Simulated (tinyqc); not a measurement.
## Cell and bit-line capacitance from two signals

Problem. In a DRAM a freshly written one gives the bit-line signal (Vd/2) Cs/(Cs + Cb). Find Cs and Cb.

Values chosen for this exercise:
```
symbol,value,unit,meaning
Vd,1,V,array voltage
```

signal of a fresh one without and with 10 fF added to the bit line (mV): [91.836735, 76.271186]

Answer. (Vd/2)/signal = 1 + Cb/Cs, and the added capacitance raises it by its ratio to Cs.

Cs = 9.00 fF
Cb = 40.0 fF

Program tinyqc, `OMP_NUM_THREADS=1 python tinyqc.py 2130140 2130141 out.jsonl`; Intel Xeon 2.30GHz, shared host, one thread, about 0.01 s.
